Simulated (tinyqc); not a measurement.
Free and trapped electrons in a MOS channel with a dense trap tail: effect of the decay energy of the tail.

p-type body, charge-sheet picture, full ionisation (an idealisation for deep acceptors), Boltzmann statistics for free electrons. e = Ec - EF at the surface. Acceptor-like traps of density D(E) = D0 + De exp(-E/Ew) at depth E below Ec, from 0 to Eu, hold n_t = integral of D(E)/(1 + exp((e - E)/Vt)). psi = Eg - Vt ln(Nv/Na) - e; N_dep = sqrt(2 eps0 eps_r Na (psi - Vt)/q); n_f = sqrt(N_dep^2 + 2 eps0 eps_r Vt Nc exp(-e/Vt)/q) - N_dep; Vg = Vfb + psi + q (N_dep + n_t + n_f)/Cox, Cox = eps0 eox/tox.

VT is the Vg for n_f = 1e11 cm^-2; swing ln 10 n_f/(dn_f/dVg) at n_f = 1e8 cm^-2; the last three columns are for Vg = VT + 4.7 V, with free share n_f/(n_f + n_t) and field-effect mobility mf q (dn_f/dVg)/Cox; there EF is near the band edge, where Boltzmann statistics are rough.

Inputs (values chosen for the exercise); band and dielectric values close to those of 4H silicon carbide: temperature T = 475 K; band gap Eg = 3.26 eV; relative permittivity eps_r = 9.54; conduction-band density of states at T Nc = 3.41e19 cm^-3; valence-band density of states at T Nv = 4.88e19 cm^-3; relative permittivity of the insulator eox = 3.9; insulator thickness tox = 59 nm; acceptor density Na = 1.2e16 cm^-3; flat-band voltage without trapped charge Vfb = -2.71 V; constant background density of acceptor-like traps D0 = 1e10 cm^-2 eV^-1; density of the tail at the conduction edge De = 4.1e13 cm^-2 eV^-1; depth below Ec down to which the traps reach Eu = 0.65 eV; mobility of free electrons mf = 240 cm^2/(V s).

Constants: q = 1.602176634e-19 C, kB = 1.380649e-23 J/K, Vt = kB T/q, eps0 = 8.8541878128e-14 F/cm where lengths are in cm. Results are converted to the units shown.

Effect of the decay energy of the tail:
```
Ew (eV)	e at VT (eV)	VT (V)	q n_t/Cox at VT (V)	swing (mV/decade)	n_f (cm^-2)	free share (%)	field-effect mobility (cm^2/(V s))
0.03	0.1947	1.982	0.09731	128.4	1.366e12	76.38	184.7
0.05	0.1947	2.224	0.3400	131.0	1.112e12	59.07	156.7
0.07	0.1947	2.728	0.8439	148.4	9.140e11	44.10	134.2
0.09	0.1947	3.493	1.609	199.7	7.696e11	32.65	116.3
0.11	0.1947	4.472	2.588	295.4	6.656e11	24.49	102.3
0.13	0.1947	5.605	3.720	434.4	5.900e11	18.82	91.16
0.15	0.1947	6.835	4.951	609.2	5.337e11	14.88	82.37
0.17	0.1947	8.119	6.234	810.7	4.910e11	12.10	75.34
```

As Ew goes from 0.03 to 0.17, VT rises from 1.98 to 8.12 V, its part due to traps rises from 0.0973 to 6.23 V, the swing rises from 128 to 811 mV/decade and the field-effect mobility falls from 185 to 75.3 cm^2/(V s).

Numbers from tinyqc (`OMP_NUM_THREADS=1 python tinyqc.py 2222118 2222119 out.jsonl`; about 0.02 s on one thread of a shared Intel Xeon 2.30GHz).
